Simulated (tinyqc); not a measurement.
Inside a calculation: model-solid line-up of a strained alloy layer on a substrate. Values are carried at full precision from step to step, so a last printed digit may differ when a step is redone from the rounded ones.

All values of the alloy are linear in x but the gap, Eg(x) = (1 - x) Eg_A + x Eg_B - C x (1 - x), and the valence edge, Ev(x) = (1 - x) Ev_A + x Ev_B + fv C x (1 - x); Ec = Ev + Eg. Ev is the top of the unstrained valence band on a scale common to all materials. In the layer only the Gamma valley of the conduction band is followed, also where an X or L valley would lie lower.

Values chosen for the exercise (A near InAs, B near GaAs, substrate near Ge; the results hold for these values, not for the real material): a = (6.052, 5.646) angstrom (lattice constant of A, B); Eg = (0.416, 1.522) eV (gap at Gamma to the s-like level of A, B); Dso = (0.392, 0.34) eV (spin-orbit splitting of A, B); Ev = (-0.59, -0.79) eV (top of the unstrained valence band of A, B); ac = (-5.11, -7.16) eV (conduction deformation potential of A, B); av = (1.01, 1.17) eV (valence hydrostatic potential of A, B); b = (-1.82, -1.98) eV (tetragonal shear potential of A, B); d = (-3.59, -4.81) eV (trigonal shear potential of A, B); C11 = (84.4, 120.7) GPa (of A, B); C12 = (45, 57) GPa (of A, B); C44 = (39.7, 59.4) GPa (of A, B); C = 0.546 eV (bowing of the gap); fv = 0 (share of the bowing taken by the valence edge); x = 0.66 (fraction of B); a_s = 5.656 angstrom (substrate); face = 001 (growth face); Eg_s = 0.741 eV (lowest gap of the substrate); Ev_s = -0.35 eV (substrate valence edge).

## Values of the alloy

Interpolate.

Alloy at x (a in angstrom, C11, C12, C44 in GPa, all else in eV):
```
symbol     value
a         5.7840
Eg        1.0234
Dso       0.3577
Ev       -0.7220
ac       -6.4630
av        1.1156
b        -1.9256
d        -4.3952
C11     108.3580
C12      52.9200
C44      52.7020
```

## Strain on the (001) substrate

Coherent growth on a (001) face: e_par = (a_s - a)/a, e_perp = -2 (C12/C11) e_par; exx = eyy = e_par, ezz = e_perp, no shear.

Use the values of the alloy.

e_par = -0.022137
e_perp = 0.021622

strain tensor in the cubic axes:
```
           x          y         z
x  -0.022137   0.000000  0.000000
y   0.000000  -0.022137  0.000000
z   0.000000   0.000000  0.021622
```

The layer is under compression in the plane; its volume changes by -2.265 %. Above 2 % only a few nanometres stay coherent, and linear deformation potentials lose accuracy.

## Strained band edges

Strained edges: Ec + ac tr(e); the valence edges are Ev plus the levels of the 6 x 6 matrix of X, Y, Z times spin with -Dso/3 + l exx + m (eyy + ezz) on the diagonal (cyclic), n exy off it, l = av + 2 b, m = av - b, n = sqrt(3) d. Spin-orbit term (Dso/3) L.sigma on X, Y, Z with (L_k)_ij = -i epsilon_kij: <X+|H|Y+> = -i Dso/3, <X+|H|Z-> = Dso/3, <Y+|H|Z-> = -i Dso/3, <Z+|H|X-> = -Dso/3, <Z+|H|Y-> = i Dso/3, <X-|H|Y-> = i Dso/3, and their conjugates; + and - are the spin along z.

Give the hydrostatic shifts, the strain block and the edges.

ac tr(e), av tr(e) (eV): 0.1464  -0.0253

strain block (eV):
```
        X       Y        Z
X  0.0590       0        0
Y       0  0.0590        0
Z       0       0  -0.1938
```

Ec and the three valence edges from the top (eV): 0.4478  -0.6630  -0.7869  -1.1496

strained gap = 1.1108 eV

Strain moves the gap by +87 meV: +172 meV from the volume and -84 meV from the splitting of the valence edge, which always raises the top.

## Offsets against the substrate material

dEc = Ec(substrate) - Ec(layer), dEv = Ev(layer) - Ev(substrate); positive values confine the carrier in the layer. Type I: both of one sign; type II: opposite signs; type III: the gaps do not overlap.

Give also the smallest gap across the interface, min Ec - max Ev.

dEc = -0.0568 eV
dEv = -0.3130 eV

type: I

smallest gap = 0.7410 eV

Both carriers collect in the substrate material; the conduction band takes 15 % of the gap difference.

## Checks

- Valence edges against the closed form for (001) strain: they agree to 1e-10 or better.

Computed by tinyqc, a small Python program: `OMP_NUM_THREADS=1 python tinyqc.py 1051063 1051064 out.jsonl` (the numbers bound the seed that draws the inputs); one thread of a shared host (Intel(R) Xeon(R) Processor @ 2.30GHz), about 0.02 s for the whole set of steps.
